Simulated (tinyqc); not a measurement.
Inside a calculation. Method: coupled-perturbed Hartree-Fock on RHF in the 6-31g basis, for H2, spin multiplicity 1. One step of it, computed by the program tinyqc.

Problem. Response to a field: uncoupled start. Field along z; U_ai = -mu_ai / (e_a - e_i), alpha = -4 sum U_ai mu_ai.

orbital energies (hartree): MO1 -0.514954, MO2 0.152623, MO3 0.931191, MO4 1.129723

dipole integrals <a|z|i> (bohr):
```
           i1
a2  -1.265853
a3   0.000000
a4   0.051592
```

Give: uncoupled U; uncoupled polarisability.

Solution.

uncoupled U:
```
         i1
a2   1.8962
a3   0.0000
a4  -0.0314
```

uncoupled polarisability = 9.6077 bohr^3
